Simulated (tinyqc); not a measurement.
Sweep of the shear strain: two-band k.p model of the Delta valleys near the X point under shear strain.

Valley pair on the [001] axis, kz counted from the X point, c = hbar^2/2m0, k0 = kx0 2 pi/a. H = (c kz^2/ml + c (kx^2 + ky^2)/mt + c k0^2/ml) 1 + (2 c k0 kz/ml) sigma_z + (D exy - 2 c kx ky/Mp) sigma_x, so E = c kz^2/ml + c (kx^2 + ky^2)/mt + c k0^2/ml -/+ sqrt((2 c k0 kz/ml)^2 + (D exy - 2 c kx ky/Mp)^2). Without strain the lower band has its minima, E = 0, at kz = +/- k0. Shifts from diagonal strain are left out.

For |eta| < 1: k_min = k0 sqrt(1 - eta^2), E_min = -Delta eta^2/2, ml(eta) = ml/(1 - eta^2), 1/m[110] = 1/mt + eta/Mp, 1/m[1-10] = 1/mt - eta/Mp. For |eta| > 1 the minimum sits at X: E_min = -Delta (2 |eta| - 1)/2, ml(eta) = ml/(1 - 1/|eta|), and eta is replaced by its sign in the transverse masses. Here Delta = 2 c k0^2/ml and eta = D exy/Delta.

Constants: hbar^2/2m0 = 3.80998211 eV angstrom^2.

Parameters, chosen for this exercise (near those of Si; the results hold for these values, not for the real material): a = 5.433 angstrom (lattice constant); ml = 0.905 m0 (longitudinal mass); mt = 0.189 m0 (transverse mass); kx0 = 0.147 2 pi/a (distance of the minimum from X); D = 13.4 eV (shear deformation potential); Mp = 0.246 m0 (coupling mass).

Delta = 2 c k0^2/ml, eta = D exy/Delta.

The minimum:

| exy | eta | k_min/k0 | E_min (meV) | ml(eta) | m[110] | m[1-10] | density-of-states mass |
|---|---|---|---|---|---|---|---|
| 0.0000 | 0.000 | 1.000 | 0.0 | 0.905 | 0.1890 | 0.1890 | 0.319 |
| 0.0045 | 0.248 | 0.969 | -7.5 | 0.964 | 0.1588 | 0.2334 | 0.329 |
| 0.0091 | 0.501 | 0.865 | -30.6 | 1.208 | 0.1365 | 0.3073 | 0.370 |
| 0.0136 | 0.749 | 0.663 | -68.2 | 2.061 | 0.1200 | 0.4451 | 0.479 |
| 0.0163 | 0.898 | 0.441 | -98.0 | 4.657 | 0.1119 | 0.6089 | 0.682 |
| 0.0218 | 1.200 | 0.000 | -170.4 | 5.420 | 0.1069 | 0.8157 | 0.779 |
| 0.0291 | 1.602 | 0.000 | -268.3 | 2.407 | 0.1069 | 0.8157 | 0.594 |

Give the missing row, exy = 0.0018.

Computed row:
```
exy       eta  k_min/k0  E_min (meV)  ml(eta)  m[110]  m[1-10]  density-of-states mass
0.0018  0.099     0.995         -1.2    0.914  0.1756   0.2046                   0.320
```

The valleys reach X at eta = 1, that is exy = 0.0182. The shift is quadratic up to eta = 1 (-7.5 meV at eta = 0.25, -30.6 meV at 0.50) and linear beyond, while 1/m[110] rises linearly, taking m[110] from 0.189 to its floor 0.1069, a gain of 77 % in 1/m. ml(eta) diverges at eta = 1; the largest value listed is 5.42. A deformation-potential model with fixed masses misses all of this.

(tinyqc, `OMP_NUM_THREADS=1 python tinyqc.py 1081160 1081161 out.jsonl`, Intel(R) Xeon(R) Processor @ 2.30GHz, 1 thread, shared host, about 0.01 s.)
